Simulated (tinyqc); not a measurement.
What moves the results: Shockley-Read-Hall recombination through one deep level. A value that a table varies takes the place of the one given here.

One level at Et with degeneracy 1: tn = 1/(sn vth Nt), tp = 1/(sp_ vth Nt), n1 = Nc exp((Et - Eg)/kT), p1 = Nv exp(-Et/kT), ni^2 = n1 p1. Equilibrium n0 = Nm, p0 = ni^2/Nm; n = n0 + dn, p = p0 + dn. U = (n p - ni^2)/(tp (n + n1) + tn (p + p1)), lifetime dn/U; emission rates en = sn vth n1, ep = sp_ vth p1.

Constants: kB = 8.617333262e-05 eV/K.

Inputs chosen for the exercise (gap and densities of states near those of Ge at this temperature; not measured data):
- E1 = 0.228 eV (level (0/-1) above Ev)
- E2 = 0.545 eV (level (-1/-2) above Ev)
- gm = 1 (degeneracy of the middle state, the others 1)
- T = 300 K
- Eg = 0.662 eV (gap)
- Nc = 1.02e+19 1/cm^3 (conduction-band density of states)
- Nv = 4.98e+18 1/cm^3 (valence-band density of states)
- Nd = 3.6e+13 1/cm^3 (ionised shallow donors minus acceptors)
- Et = 0.228 eV (recombination level above Ev)
- Nt = 1.5e+13 1/cm^3 (defects)
- sn = 5e-15 cm^2 (electron capture cross-section)
- sp_ = 5.3e-15 cm^2 (hole capture cross-section)
- vth = 12000000 cm/s (thermal velocity, both carriers)
- Nm = 2.6e+14 1/cm^3 (equilibrium electrons for the lifetime steps)
- dn = 3e+16 1/cm^3 (excess pairs)

## Charge state against the Fermi level (deep level with several charge states)

Energies from Ev. The defect has charge states 0, -1, -2 with weights 1, gm exp((EF - E1)/kT), exp((2 EF - E1 - E2)/kT); the shares are the weights over their sum. Boltzmann carriers: n = Nc exp((EF - Eg)/kT), p = Nv exp(-EF/kT). Neutrality: p - n + Nd + Nt <q> = 0.

Shares:

| EF (eV) | 0 | -1 | -2 | <q> |
|---|---|---|---|---|
| 0.040 | 0.999 | 0.001 | 0.000 | -0.001 |
| 0.093 | 0.995 | 0.005 | 0.000 | -0.005 |
| 0.146 | 0.960 | 0.040 | 0.000 | -0.040 |
| 0.199 | 0.754 | 0.246 | 0.000 | -0.246 |
| 0.252 | 0.283 | 0.717 | 0.000 | -0.717 |
| 0.305 | 0.048 | 0.952 | 0.000 | -0.952 |
| 0.357 | 0.007 | 0.993 | 0.001 | -0.994 |
| 0.410 | 0.001 | 0.994 | 0.005 | -1.004 |
| 0.463 | 0.000 | 0.960 | 0.040 | -1.040 |
| 0.516 | 0.000 | 0.754 | 0.246 | -1.246 |
| 0.569 | 0.000 | 0.283 | 0.717 | -1.717 |
| 0.622 | 0.000 | 0.048 | 0.952 | -1.952 |

Where the levels are several kT apart the middle state rules between about E1 - kT ln gm = 0.228 and E2 + kT ln gm = 0.545 eV; its largest share listed is 0.994. Each step spreads from 10 % to 90 % over 4.4 kT = 0.114 eV.

## Defects against doping (deep level with several charge states)

Nt takes the listed multiples of |Nd|; the resistivity uses mobilities of 1000 (electrons) and 300 (holes) cm^2/(V s), chosen for the exercise, and e = 1.602176634e-19 C.

Neutral state:

| Nt/\|Nd\| | EF (eV) | n (1/cm^3) | p (1/cm^3) | rho (ohm cm) |
|---|---|---|---|---|
| 0.01 | 0.3428 | 4.43e+13 | 8.67e+12 | 133 |
| 0.10 | 0.3412 | 4.17e+13 | 9.22e+12 | 140 |
| 0.30 | 0.3375 | 3.60e+13 | 1.07e+13 | 159 |
| 0.60 | 0.3313 | 2.83e+13 | 1.36e+13 | 193 |
| 0.90 | 0.3246 | 2.19e+13 | 1.76e+13 | 230 |
| 1.10 | 0.3201 | 1.84e+13 | 2.09e+13 | 253 |
| 1.50 | 0.3115 | 1.32e+13 | 2.91e+13 | 285 |
| 3.00 | 0.2894 | 5.62e+12 | 6.84e+13 | 239 |
| 10.00 | 0.2572 | 1.62e+12 | 2.38e+14 | 85.6 |

EF goes from 0.343 to 0.257 eV and the resistivity from 133 to 85.6 ohm cm, with a largest value of 285. The largest move of EF, -0.032 eV, comes between Nt/|Nd| = 3 and 10; the levels lie at 0.228 and 0.545 eV. A defect can take up to two electrons, but EF starts near or below the upper level, so each takes between one and two (0.99 in the first row) and the doping is cancelled near Nt = Nd at the latest. The type changes along the table.

## Lifetime against injection

Recombination:

| dn (1/cm^3) | lifetime (microsecond) | U (1/(cm^3 s)) |
|---|---|---|
| 1.0e+11 | 4.178 | 2.39e+16 |
| 1.0e+12 | 4.171 | 2.40e+17 |
| 1.0e+13 | 4.105 | 2.44e+18 |
| 1.0e+14 | 3.620 | 2.76e+19 |
| 1.0e+15 | 2.578 | 3.88e+20 |
| 1.0e+16 | 2.211 | 4.52e+21 |
| 1.0e+17 | 2.165 | 4.62e+22 |
| 1.0e+18 | 2.160 | 4.63e+23 |

The lifetime falls from 4.178 to 2.16 microsecond; tn + tp = 2.159. At low injection it is tp (1 + n1/n0) + tn p1/n0 with n1/Nm = 0.002 and p1/Nm = 2.8: re-emission lengthens it to 3.99 times the minority capture time. Auger and radiative paths are left out; they cut in at the highest injections, and in a doped direct-gap crystal the radiative one counts at all injections. dn = dp neglects trapped charge, which matters where the traps hold a charge comparable with dn, at low injection and with very unequal cross sections.

## Where a level does most harm

Et takes the values listed; G = Nt en ep/(en + ep) in a depleted region; the lifetime is for dn = 1e11 1/cm^3.

Results:

| Et (eV) | lifetime (microsecond) | G (1/(cm^3 s)) |
|---|---|---|
| 0.040 | 4.50e+03 | 3.26e+14 |
| 0.093 | 581 | 2.54e+15 |
| 0.146 | 75.6 | 1.97e+16 |
| 0.199 | 10.7 | 1.53e+17 |
| 0.252 | 2.29 | 1.18e+18 |
| 0.305 | 1.25 | 7.34e+18 |
| 0.357 | 1.38 | 4.47e+18 |
| 0.410 | 3.44 | 6.15e+17 |
| 0.463 | 19.6 | 7.92e+16 |
| 0.516 | 145 | 1.02e+16 |
| 0.569 | 1.12e+03 | 1.31e+15 |
| 0.622 | 8.70e+03 | 1.69e+14 |

Generation peaks where en = ep, at Eg/2 + (kT/2) ln(sp_ Nv/(sn Nc)) = 0.322 eV; the largest value listed is at 0.305 eV, and G falls by a decade for each 0.060 eV away from the peak. The lifetime is within a factor 2 of its minimum, 1.25 microsecond, from 0.252 to 0.357 eV: recombination tolerates a wide range of Et, generation a narrow one.

## What moves lifetime and leakage

G = Nt en ep/(en + ep). Each row changes one parameter from the base and keeps the others.

Results:

| case | lifetime (microsecond) | G (1/(cm^3 s)) |
|---|---|---|
| base | 2.177 | 4.70e+17 |
| Et = 0.268 eV | 2.156 | 2.18e+18 |
| sn = 1e-14 cm^2 | 1.612 | 9.38e+17 |
| sp_ = 1.06e-14 cm^2 | 1.653 | 4.70e+17 |
| Nt = 7.5e+12 1/cm^3 | 4.354 | 2.35e+17 |
| Nm = 7.8e+14 1/cm^3 | 2.158 | 4.70e+17 |
| dn = 9e+16 1/cm^3 | 2.165 | 4.70e+17 |

The largest shifts from the base row, up to three for each result and ties (the steps differ in size, so this ranks the rows, not the parameters). lifetime (microsecond): Nt +2.18, sn -0.564, sp_ -0.524. G (1/(cm^3 s)): Et +1.71e+18, sn +4.69e+17, Nt -2.35e+17; unchanged at the printed digits by sp_, Nm and dn.

Computed by tinyqc, a small Python program: `OMP_NUM_THREADS=1 python tinyqc.py 1680375 1680376 out.jsonl` (the numbers bound the seed that draws the inputs); one thread of a shared host (Intel(R) Xeon(R) Processor @ 2.30GHz), about 0.01 s for the whole set of steps.
